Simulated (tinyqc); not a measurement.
# Input admittance of a MOSFET at zero drain bias: distributed channel and distributed gate, step by step

Computed by the program tinyqc: `OMP_NUM_THREADS=1 python tinyqc.py 2262009 2262010 out.jsonl`, one thread of a shared Intel Xeon 2.30GHz, about 0.01 s for the whole run. Printed values are rounded.

Source and drain grounded, strong inversion, w = 2 pi f, Cox = eps0 eox/tox. The channel is an RC line of resistance 1/(mu Cox Vo) per square fed from both ends, so one finger has the intrinsic admittance y = i w Cox L tanh(g)/g per width, g = (1/2) sqrt(i w tau), tau = L^2/(mu Vo). The vertical resistance rv/L is in series with y, the overlaps 2 i w Cov in parallel: y_t = 1/(1/y + rv/L) + 2 i w Cov. The gate strip is a line of Rsh/L per length loaded by y_t, so a finger has Y = y_t Wf tanh(k)/k, k = (Wf/sd) sqrt(y_t Rsh/L); the device has Nf Y.

Values chosen for this exercise; values of the order met in silicon radio-frequency transistors:

| symbol | value | unit | meaning |
|---|---|---|---|
| eox | 7.41 |  | relative permittivity of the gate insulator (close to silicon nitride) |
| tox | 6.5 | nm | insulator thickness |
| L | 0.27 | um | channel length |
| Wf | 18 | um | finger width |
| Nf | 16 |  | number of fingers |
| mu | 310 | cm^2/(V s) | channel mobility |
| Vo | 0.25 | V | gate overdrive |
| Rsh | 8.1 | ohm/square | sheet resistance of the gate |
| rv | 0 | ohm um^2 | vertical resistivity of the gate stack |
| sd | 2 |  | number of ends at which a finger is contacted |
| Cov | 0.27 | fF/um | overlap and fringe capacitance on each side |
| f | 12 | GHz | frequency |

Constants: eps0 = 8.8541878128e-14 F/cm where lengths are in cm. Results are converted to the units shown.

## Low-frequency resistances and capacitance

Low-frequency limits, with c = Cox L and ct = c + 2 Cov: R_strip = Rsh Wf/(3 sd^2 L Nf), R_ch = (c/ct)^2 L/(12 mu Cox Vo Wf Nf), R_vert = (c/ct)^2 rv/(L Wf Nf), C = ct Wf Nf.

parts (ohm): strip 2.81250, channel 0.695694, vertical 0
sum = 3.50819 ohm
C = 940.412 fF
1/(2 pi R C) = 48.2412 GHz

The strip term is the largest, 80.2 % of the sum.

## Admittance of the channel and stack per width

tau, g, c = Cox L, y and y_t as defined.

tau = 9.40645 ps
g = 0.297748+0.297748i
c = 2.72532 fF/um
y = 12.083+204.627i uS/um
y_t = 12.083+245.342i uS/um

w tau = 0.709, and Im y is 0.996 of w c.

## Input impedance of the device

k and Y as defined; Z = 1/(Nf Y) = R + 1/(i w C); Q = |Im Z|/R; signal at the point farthest from a contact |1/cosh k|.

k = 0.559583+0.532702i
Nf Y = 16.2843+66.2775i mS
R = 3.49607 ohm
C = 932.097 fF
Q = 4.07003
signal at the far point = 0.958139

R is 0.35 % below its low-frequency limit and C is 0.88 % below its own.
